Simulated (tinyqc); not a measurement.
Inside a calculation. Method: Luttinger-Kohn k.p, four valence bands. Computed by tinyqc, a small Python program that keeps every step. Settings: g1 = 8.43, g2 = 1.66, g3 = 2.8. Command: `OMP_NUM_THREADS=1 python tinyqc.py 25669 25670 out.jsonl` (the two numbers bound the seeds that draw the settings). One thread of a shared host (Intel(R) Xeon(R) Processor @ 2.60GHz), about 0.01 s of CPU time with the checks.

## Bloch Hamiltonian at k

Luttinger parameters chosen for this model; energies are counted downward from the top of the valence band:
```
parameter     value  unit
g1         8.430000
g2         1.660000
g3         2.800000
```

k point k (1/angstrom): [0.013000, 0.002000, 0.040000]

P = c g1 k^2, Q = c g2 (kx^2 + ky^2 - 2 kz^2), R = c sqrt3 [-g2 (kx^2 - ky^2) + 2i g3 kx ky], S = 2 c sqrt3 g3 (kx - i ky) kz, c = hbar^2/2m = 3.809982 eV angstrom^2; rows [P+Q, -S, R, 0], [-S*, P-Q, 0, R], [R*, 0, P-Q, S], [0, R*, S*, P+Q]. The path ends lie at |k| = 0.05 1/angstrom.

H(k) at k (eV), order 3/2, 1/2, -1/2, -3/2:
$$\begin{pmatrix}
0.037801 & -0.019217+0.002956i & -0.001807+0.000961i & 0.000000 \\
-0.019217-0.002956i & 0.076090 & 0.000000 & -0.001807+0.000961i \\
-0.001807-0.000961i & 0.000000 & 0.076090 & 0.019217-0.002956i \\
0.000000 & -0.001807-0.000961i & 0.019217+0.002956i & 0.037801
\end{pmatrix}$$

## Levels at k

Diagonalise the Hermitian matrix.

eigenvalues (eV): [0.029583, 0.029583, 0.084308, 0.084308]

## Bands along a path

The same steps at evenly spaced points between the labelled ones.

Bands along the path (eV):
```
k               band 1    band 2    band 3    band 4
[111]         0.026956  0.026956  0.133635  0.133635
[111]-G 0.25  0.015163  0.015163  0.075170  0.075170
[111]-G 0.50  0.006739  0.006739  0.033409  0.033409
[111]-G 0.75  0.001685  0.001685  0.008352  0.008352
G             0.000000  0.000000  0.000000  0.000000
G-[100] 0.25  0.003042  0.003042  0.006995  0.006995
G-[100] 0.50  0.012168  0.012168  0.027980  0.027980
G-[100] 0.75  0.027378  0.027378  0.062954  0.062954
[100]         0.048673  0.048673  0.111918  0.111918
```

## Hole masses

E = c [g1 k^2 -/+ 2 sqrt(g2^2 k^4 + 3 (g3^2 - g2^2)(kx^2 ky^2 + ky^2 kz^2 + kz^2 kx^2))] with c = hbar^2/2m, and m* = hbar^2 k^2 / (2 E).

Masses (electron masses):
```
direction     heavy     light
[100]      0.195695  0.085106
[110]      0.302661  0.073768
[111]      0.353357  0.071276
```
